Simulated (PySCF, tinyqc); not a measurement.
Worked calculation: CIS and TDHF on RHF in the sto-6g basis, for H4, spin multiplicity 1. The lowest restricted solution is unstable here: a spin-polarised one lies 0.0393 hartree lower (PySCF). One step of it, computed by the program tinyqc.

Task: CIS triplet states. Diagonalise A (1 hartree = 27.211386 eV); each vector has its largest component positive (the first on a tie).

CIS matrix A, triplet (hartree), order 1>3, 1>4, 2>3, 2>4:
```
[[0.346612, 0.000000, 0.000000, 0.129464],
 [0.000000, 0.763250, 0.129464, 0.000000],
 [0.000000, 0.129464, 0.071545, 0.000000],
 [0.129464, 0.000000, 0.000000, 0.598946]]
```

Give: triplet excitation energies; lowest vectors.

Result:

triplet excitation energies (eV): [1.3091, 7.9459, 17.7841, 21.4069]

lowest vectors, order 1>3, 1>4, 2>3, 2>4:
```
[[0.0000, 0.9214, 0.3886, 0.0000],
 [-0.1781, 0.0000, 0.0000, 0.9840],
 [0.9840, 0.0000, 0.0000, 0.1781],
 [0.0000, -0.3886, 0.9214, 0.0000]]
```
